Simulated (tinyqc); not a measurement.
Front-illuminated p-i-n photodiode, quantum efficiency and bandwidth: efficiency and bandwidth against the thickness of the depleted layer.

Light enters through a p layer (0 to xp), a depleted layer (xp to xp + wi) and a thick n substrate, decaying as exp(-al x); one pass, no back reflection. Carriers made in the depleted layer are all collected; those in the neutral layers diffuse.

k = al Ln, s = S Ln/Dn, e = exp(-al xp); front layer f1 = (k/(k^2 - 1)) {[s + k - e (s cosh(xp/Ln) + sinh(xp/Ln))]/[s sinh(xp/Ln) + cosh(xp/Ln)] - k e}; depleted layer f2 = e (1 - exp(-al wi)); substrate f3 = e exp(-al wi) al Lp/(1 + al Lp); external efficiency (1 - Rf)(f1 + f2 + f3); responsivity = efficiency q lam/(h c). Drift response for pairs made in the depleted layer, a = al wi, g = 1 - exp(-a), u = 2 pi i f, te = wi/ve, th = wi/vh: electrons He = [g - a (exp(-a) - exp(-u te))/(u te - a)]/(u te g), holes Hh = [g - a (1 - exp(-a - u th))/(a + u th)]/(u th g); C = eps0 eps_r pi (dia/2)^2/wi + Cp; total |He + Hh|/sqrt(1 + (2 pi f RL C)^2), for the current of the depleted layer alone. Limits are the frequencies at which each factor falls to 1/sqrt(2); inverse-square sum (f_transit^-2 + f_RC^-2)^(-1/2); the diffusion currents f1 and f3 are left out of the bandwidth.

Parameters, values chosen for the exercise; values close to those of germanium at this wavelength: wavelength lam = 1550 nm; absorption coefficient al = 1450 1/cm; reflectance of the front face Rf = 0.02; relative permittivity eps_r = 15.9; thickness of the front p layer xp = 0.53 um; electron diffusion coefficient in the p layer Dn = 39 cm^2/s; electron diffusion length in the p layer Ln = 5.9 um; recombination velocity of the front surface S = 10000 cm/s; hole diffusion length in the thick n substrate Lp = 1.8 um; electron drift velocity ve = 6.12e6 cm/s; hole drift velocity vh = 4.07e6 cm/s; diameter dia = 82 um; load resistance RL = 50 ohm; parasitic capacitance Cp = 50 fF.

Constants: q = 1.602176634e-19 C, h = 6.62607015e-34 J s, c = 299792458 m/s, eps0 = 8.8541878128e-14 F/cm where lengths are in cm. Results are converted to the units shown.

Efficiency and bandwidth against the thickness of the depleted layer:
columns A: wi (um); B: f2; C: f1 + f3; D: responsivity (A/W); E: transit limit (GHz); F: RC limit (GHz); G: 3 dB bandwidth (GHz); H: inverse-square sum (GHz); I: bandwidth x (1 - Rf) f2 (GHz)
```
A           B        C       D      E      F      G      H        I
0.41  0.05345   0.2539  0.3765  64.07  1.708  1.707  1.708  0.08943
0.69  0.08817   0.2467  0.4103  38.19  2.823  2.812  2.815   0.2430
1.2    0.1479   0.2343  0.4683  22.08  4.754  4.608  4.648   0.6679
2      0.2331   0.2167  0.5511  13.36  7.548  6.345  6.572    1.449
3.3    0.3522   0.1921  0.6667  8.206  11.56  6.402  6.692    2.210
5.5    0.5089   0.1596  0.8190  5.029  17.19  4.749  4.827    2.368
9.3    0.6856   0.1230  0.9907  3.069  24.50  3.035  3.045    2.039
16     0.8350  0.09211   1.136  1.852  33.00  1.847  1.849    1.512
26     0.9047  0.07769   1.204  1.160  40.50  1.159  1.160    1.028
```

What does the table show?

As wi goes from 0.41 to 26, the responsivity rises from 0.377 to 1.20 A/W and the bandwidth goes from 1.71 through a maximum of 6.40 (at wi = 3.3 among the rows listed) to 1.16 GHz. The RC limit is the lower one for wi = 0.41, 0.69, 1.2, 2, the transit limit elsewhere. Adding inverse squares of the two limits is within 4.5 % of the full result. The product of bandwidth and fast efficiency goes from 0.0894 through a maximum of 2.37 (at wi = 5.5 among the rows listed) to 1.03 GHz. For wi = 0.41, 0.69, 1.2, 2, 3.3, 5.5 the diffusion currents exceed 0.3 of the drift current; their own response times, left out, may then shape the whole response.

tinyqc, about 0.01 s, one thread, Intel Xeon 2.30GHz (shared host): `OMP_NUM_THREADS=1 python tinyqc.py 2250129 2250130 out.jsonl`
